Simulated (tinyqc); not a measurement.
Voltage drop against the resistance from a pad node to the supply.

A grid of 17 by 17 nodes with segments Rx (rows) and Ry (columns); every node draws I1 and the central node kh I1; pads with resistance Rp sit at the nodes whose row and column are multiples of the pitch, counting from 0. The drops u = Vdd - V follow from G u = i, with G the conductance matrix and i the load currents, solved directly. Here the pitch is 8.

Parameters, values chosen for the exercise: supply voltage Vdd = 0.8 V; resistance of a horizontal segment Rx = 0.22 ohm; resistance of a vertical segment Ry = 0.79 ohm; factor on the load at the hot node kh = 8; load current of a node in the large grid I1 = 0.33 mA.

Results:

| Rp (ohm) | pads | worst drop (mV) | mean drop (mV) | largest drop at a pad (mV) | largest pad current (mA) | worst drop over Vdd (%) |
|---|---|---|---|---|---|---|
| 0.052 | 9 | 4.2607 | 3.4111 | 1.0194 | 19.604 | 0.53259 |
| 0.1 | 9 | 4.8445 | 3.9804 | 1.8496 | 18.496 | 0.60556 |
| 0.21 | 9 | 6.1624 | 5.2546 | 3.5312 | 16.815 | 0.77030 |
| 0.84 | 9 | 13.332 | 12.277 | 11.393 | 13.563 | 1.6665 |
| 1.7 | 9 | 22.802 | 21.687 | 21.118 | 12.422 | 2.8503 |
| 3.4 | 9 | 41.343 | 40.189 | 39.821 | 11.712 | 5.1679 |

Estimate the missing row, Rp = 0.42 ohm.

Computed row:

| Rp (ohm) | pads | worst drop (mV) | mean drop (mV) | largest drop at a pad (mV) | largest pad current (mA) | worst drop over Vdd (%) |
|---|---|---|---|---|---|---|
| 0.42 | 9 | 8.6079 | 7.6265 | 6.3383 | 15.091 | 1.0760 |

With this row back in the table: The worst drop rises from 4.26 to 41.3 mV and the mean drop rises from 3.41 to 40.2 mV. The worst drop goes as Rp^(0.20) between the first two rows and Rp^(0.86) between the last two. The central node is itself a pad.

Program tinyqc, `OMP_NUM_THREADS=1 python tinyqc.py 2770113 2770114 out.jsonl`; Intel Xeon 2.30GHz, shared host, one thread, about 0.1 s.
